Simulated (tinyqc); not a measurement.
Random telegraph noise from one oxide trap in a small MOSFET: two steps of the calculation.

An acceptor-like trap exchanges electrons with the channel. Inversion charge Q = Cox u, u = n Vt W0(exp((Vg - VT)/(n Vt))), W0 the Lambert function, n = nf, Cox = eps0 eox/tox; linear regime Id = (W/L) mu Q Vd. Relative to threshold the surface potential rises by Vt ln(u/u0) and the oxide voltage by the rest of Vg - VT, with u0 = n Vt W0(1).

Values chosen for this exercise; values of the order met in silicon transistors:
```
symbol,value,unit,meaning
T,200,K,temperature
eox,3.9,,relative permittivity of the gate insulator (close to silicon dioxide)
tox,3.6,nm,insulator thickness
xt,0.91,nm,depth of the trap from the channel interface
nf,1.37,,body factor
W,270,nm,gate width
L,160,nm,gate length
mu,340,cm^2/(V s),mobility
asc,9.7e-16,V s,scattering coefficient of the charged trap
Vd,0.05,V,drain voltage
```

Constants: q = 1.602176634e-19 C, kB = 1.380649e-23 J/K, Vt = kB T/q, eps0 = 8.8541878128e-14 F/cm where lengths are in cm. Results are converted to the units shown.

Task 1. Step height. A = W L; threshold step dV = q (1 - xt/tox)/(Cox A); gm/Id = 1/(u + n Vt); relative step dI/I = (gm/Id) dV + asc mu/A. Id as defined.

u = 0.31856100 V
N = 1.9071860e12 cm^-2

Give: electrons in the channel N A; dV; gm/Id; number part of dI/I; dI/I; Id; dI.

Result 1.

electrons in the channel N A = 823.9
dV = 0.2889 mV
gm/Id = 2.923 1/V
number part of dI/I = 0.08443 %
dI/I = 0.1608 %
Id = 8.766 uA
dI = 14.09 nA

Task 2. Lorentzian spectrum. Spectrum S(f) = 4 dI^2/{(tc + te)[(1/tc + 1/te)^2 + (2 pi f)^2]}; corner fc = (1/tc + 1/te)/(2 pi); variance dI^2 tc te/(tc + te)^2. Give S at f = 0, at fc and at 10 fc.

tc = 0.023788940 s
te = 0.035438206 s
dI = 14.093557 nA

Wanted: fc; S(0); S(fc); S(10 fc); rms current.

Result 2.

fc = 11.18 Hz
S(0) = 2.718e-18 A^2/Hz
S(fc) = 1.359e-18 A^2/Hz
S(10 fc) = 2.691e-20 A^2/Hz
rms current = 6.909 nA

The rms value is 0.490 of the step; it reaches its largest share, 1/2, when tc = te.

Range of the model: VT is taken as given; short-channel effects and the uneven flow of current among few electrons are left out.

Numbers from tinyqc (`OMP_NUM_THREADS=1 python tinyqc.py 2710165 2710166 out.jsonl`; about 0.01 s on one thread of a shared Intel Xeon 2.30GHz).
